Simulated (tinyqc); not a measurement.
Sp3 tight binding, zinc-blende lattice, step by step. Computed by tinyqc, a small Python program that keeps every step. Command: `OMP_NUM_THREADS=1 python tinyqc.py 26587 26588 out.jsonl` (the two numbers bound the seeds that draw the settings). One thread of a shared host (Intel(R) Xeon(R) Processor @ 2.60GHz), about 0.01 s of CPU time with the checks.

## Bloch Hamiltonian at k

Parameters chosen for this model: zinc-blende lattice, anion at 0, cation at a/4 (1,1,1); V = eta hbar^2 / (m d^2), hbar^2/m = 7.619964 eV angstrom^2:
```
parameter          value      unit
a               5.060000  angstrom
d               2.191044  angstrom
Es anion      -14.480000        eV
Ep anion       -8.800000        eV
Es cation     -11.150000        eV
Ep cation      -7.060000        eV
eta ss         -1.400000
eta sp          1.840000
eta pp sigma    3.240000
eta pp pi      -0.810000
V ss           -2.222177        eV
V sp            2.920575        eV
V pp sigma      5.142753        eV
V pp pi        -1.285688        eV
```

k point k (2 pi / a): [-0.450000, 0.490000, -0.330000]

Slater-Koster rules over the four bonds with direction cosines (l, m, n): ss V_ss; s-px l V_sp; px-s -l V_sp; px-px l^2 V_pps + (1 - l^2) V_ppp; px-py l m (V_pps - V_ppp); each times exp(i k.d).

H(k) at k (eV), order a s, a px, a py, a pz, c s, c px, c py, c pz:
$$\begin{pmatrix}
-14.480000 & 0.000000 & 0.000000 & 0.000000 & -4.216194+1.990423i & 1.768380-2.732427i & -1.558549+3.100300i & 2.647906-1.824826i \\
0.000000 & -8.800000 & 0.000000 & 0.000000 & -1.768380+2.732427i & 1.626246-0.767734i & 3.364954-2.318986i & -1.980601+3.939855i \\
0.000000 & 0.000000 & -8.800000 & 0.000000 & 1.558549-3.100300i & 3.364954-2.318986i & 1.626246-0.767734i & 2.247254-3.472364i \\
0.000000 & 0.000000 & 0.000000 & -8.800000 & -2.647906+1.824826i & -1.980601+3.939855i & 2.247254-3.472364i & 1.626246-0.767734i \\
-4.216194-1.990423i & -1.768380-2.732427i & 1.558549+3.100300i & -2.647906-1.824826i & -11.150000 & 0.000000 & 0.000000 & 0.000000 \\
1.768380+2.732427i & 1.626246+0.767734i & 3.364954+2.318986i & -1.980601-3.939855i & 0.000000 & -7.060000 & 0.000000 & 0.000000 \\
-1.558549-3.100300i & 3.364954+2.318986i & 1.626246+0.767734i & 2.247254+3.472364i & 0.000000 & 0.000000 & -7.060000 & 0.000000 \\
2.647906+1.824826i & -1.980601-3.939855i & 2.247254+3.472364i & 1.626246+0.767734i & 0.000000 & 0.000000 & 0.000000 & -7.060000
\end{pmatrix}$$

## Levels at k

Diagonalise the Hermitian matrix.

eigenvalues (eV): [-19.848835, -17.508411, -14.179933, -13.884285, -4.619549, -2.016527, -1.842138, 0.689678]

weights |c|^2 of the basis functions, order a s, a px, a py, a pz, c s, c px, c py, c pz:
$$\begin{pmatrix}
0.596653 & 0.070652 & 0.007333 & 0.000788 & 0.280612 & 0.002796 & 0.004606 & 0.036560 \\
0.016182 & 0.146224 & 0.115615 & 0.265766 & 0.029356 & 0.090977 & 0.198220 & 0.137659 \\
0.020301 & 0.138930 & 0.075146 & 0.305081 & 0.035909 & 0.288681 & 0.003525 & 0.132425 \\
0.006316 & 0.157555 & 0.369815 & 0.001258 & 0.055233 & 0.044062 & 0.222336 & 0.143424 \\
0.228550 & 0.248248 & 0.015352 & 0.001569 & 0.442332 & 0.004107 & 0.006817 & 0.053025 \\
0.047023 & 0.072952 & 0.092370 & 0.197432 & 0.038488 & 0.122290 & 0.264688 & 0.164756 \\
0.053708 & 0.064039 & 0.058358 & 0.226979 & 0.045790 & 0.388163 & 0.004708 & 0.158256 \\
0.031266 & 0.101399 & 0.266011 & 0.001127 & 0.072281 & 0.058923 & 0.295100 & 0.173894
\end{pmatrix}$$

## Bloch Hamiltonian at X

k point X (2 pi / a): [1, 0, 0]

As before.

H(k) at X (eV), order a s, a px, a py, a pz, c s, c px, c py, c pz:
$$\begin{pmatrix}
-14.480000 & 0.000000 & 0.000000 & 0.000000 & 0.000000 & 0.000000+6.744780i & 0.000000 & 0.000000 \\
0.000000 & -8.800000 & 0.000000 & 0.000000 & 0.000000-6.744780i & 0.000000 & 0.000000 & 0.000000 \\
0.000000 & 0.000000 & -8.800000 & 0.000000 & 0.000000 & 0.000000 & 0.000000 & 0.000000+8.571254i \\
0.000000 & 0.000000 & 0.000000 & -8.800000 & 0.000000 & 0.000000 & 0.000000+8.571254i & 0.000000 \\
0.000000 & 0.000000+6.744780i & 0.000000 & 0.000000 & -11.150000 & 0.000000 & 0.000000 & 0.000000 \\
0.000000-6.744780i & 0.000000 & 0.000000 & 0.000000 & 0.000000 & -7.060000 & 0.000000 & 0.000000 \\
0.000000 & 0.000000 & 0.000000 & 0.000000-8.571254i & 0.000000 & 0.000000 & -7.060000 & 0.000000 \\
0.000000 & 0.000000 & 0.000000-8.571254i & 0.000000 & 0.000000 & 0.000000 & 0.000000 & -7.060000
\end{pmatrix}$$

## Levels at X

As before.

eigenvalues (eV): [-18.467802, -16.821363, -16.545294, -16.545294, -3.128637, -3.072198, 0.685294, 0.685294]

## Bands along a path

The same steps at evenly spaced points between the labelled ones.

Bands along the path (eV):
```
k             band 1      band 2      band 3      band 4     band 5     band 6     band 7     band 8
L         -19.561928  -18.034358  -13.992626  -13.992626  -4.758141  -1.867374  -1.867374   0.864427
L-G 0.33  -20.550995  -16.315181  -13.470258  -13.470258  -4.542749  -2.389742  -2.389742  -0.081075
L-G 0.67  -21.505753  -13.388107  -12.239583  -12.239583  -4.144597  -3.620417  -3.620417  -2.451542
G         -21.858304  -11.467163  -11.467163  -11.467163  -4.392837  -4.392837  -4.392837  -3.771696
G-X 0.33  -21.378887  -13.215780  -13.215780  -12.521401  -4.162299  -3.427413  -2.644220  -2.644220
G-X 0.67  -20.002178  -15.597813  -15.597813  -14.863901  -3.606660  -3.017261  -0.262187  -0.262187
X         -18.467802  -16.821363  -16.545294  -16.545294  -3.128637  -3.072198   0.685294   0.685294
X-W 0.33  -18.467802  -16.821363  -16.545294  -16.545294  -3.128637  -3.072198   0.685294   0.685294
X-W 0.67  -18.467802  -16.821363  -16.545294  -16.545294  -3.128637  -3.072198   0.685294   0.685294
W         -18.467802  -16.821363  -16.545294  -16.545294  -3.128637  -3.072198   0.685294   0.685294
```

With 4 band(s) filled, the highest filled level on these points lies at G and the lowest empty one at L: a gap of 6.7090 eV, indirect.
